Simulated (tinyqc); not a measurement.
Trap density from the barrier height.

Question. In a partly depleted grain with all boundary traps filled, 2 N W = Qt and VB = q N W^2/(2 eps0 eps_r). Find Qt, W and the doping at which VB would equal Vt.

Parameters, values chosen for the exercise: temperature T = 300 K; relative permittivity eps_r = 11.7.

Constants: q = 1.602176634e-19 C, kB = 1.380649e-23 J/K, Vt = kB T/q, eps0 = 8.8541878128e-14 F/cm where lengths are in cm. Results are converted to the units shown.

doping = 1e18 cm^-3
barrier height = 0.19796380 V

Answer. Eliminating W gives VB = q Qt^2/(8 eps0 eps_r N), which falls as 1/N.

Qt = 3.20e12 cm^-2
W = 16.0 nm
doping for VB = Vt = 7.66e18 cm^-3

Numbers from tinyqc (`OMP_NUM_THREADS=1 python tinyqc.py 2830141 2830142 out.jsonl`; about 0.01 s on one thread of a shared Intel Xeon 2.30GHz).
